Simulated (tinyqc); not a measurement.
Inside a calculation: thin-film optics by transfer matrices. Values are carried at full precision from step to step, so a last printed digit may differ when a step is redone from the rounded ones.

Indices N = n + i k. Snell: N0 sin(theta) = N_j sin(theta_j), with Im(N_j cos theta_j) >= 0. Admittance y_j = N_j cos theta_j for s and N_j/cos theta_j for p. Phase delta_j = 2 pi N_j cos theta_j d_j/lambda. Layer matrix [[cos delta, -i sin delta/y], [-i y sin delta, cos delta]], multiplied from the top down to M. (B, C) = M (1, y_sub); r = (y0 B - C)/(y0 B + C), R = |r|^2, T = 4 Re y0 Re y_sub/|y0 B + C|^2, absorbed in the films 1 - R - T.

Parameters, chosen for this exercise (indices near those of Si3N4, SiO2 on Si; not measured data): lam = 633 nm (vacuum wavelength); n0 = 1 (ambient index); n = (2.031, 1.444, 3.824) (n of Si3N4, SiO2, substrate); k = (0, 0, 0.021) (k in the same order); d = (47.8, 187) nm (thicknesses, top first); theta = 60 degrees (angle of incidence); pol = s (polarisation).

## Angles, admittances and phases

Form cos theta_j, y_j and delta_j.

cos theta_j: ambient 0.5000, film 1 0.9045, film 2 0.8002, substrate 0.9740+0.0003i

y_j: ambient 0.5000, film 1 1.8371, film 2 1.1555, substrate 3.7246+0.0216i

delta_j (rad): film 1 0.8716, film 2 2.1448

## Layer matrices and their product

Form each matrix and multiply from the top down.

matrix of film 1:
```
          1         2
1    0.6436  -0.4166i
2  -1.4061i    0.6436
```

matrix of film 2:
```
          1         2
1   -0.5430  -0.7268i
2  -0.9703i   -0.5430
```

M:
```
         1         2
1  -0.7537  -0.2415i
2  0.1390i   -1.3713
```

Each matrix has determinant 1, and so has M.

## Reflection and transmission

Close the stack on the substrate.

B, C: -0.7485-0.8995i  -5.1077+0.1094i

r = -0.8538+0.1550i
R = 0.7531
T into the substrate = 0.2469
absorbed in the films = 0.0000

The bare substrate would reflect 0.5826.

## Ellipsometric angles

Ellipsometry: rho = tan(Psi) exp(i Delta) = -conj(r_p/r_s) with the r of the admittance formula, Delta in 0 to 360 degrees, so that a bare dielectric at small angles gives Delta = 180.

Repeat the steps for both polarisations.

r_s = -0.8538+0.1550i
r_p = -0.4157+0.1977i
Psi = 27.95 degrees
Delta = 195.14 degrees

## Checks

- R against the recursion of Airy sums from the substrate up: both 0.75307.

Program tinyqc; command `OMP_NUM_THREADS=1 python tinyqc.py 1650425 1650426 out.jsonl`; about 0.01 s on one thread of a shared Intel(R) Xeon(R) Processor @ 2.30GHz.
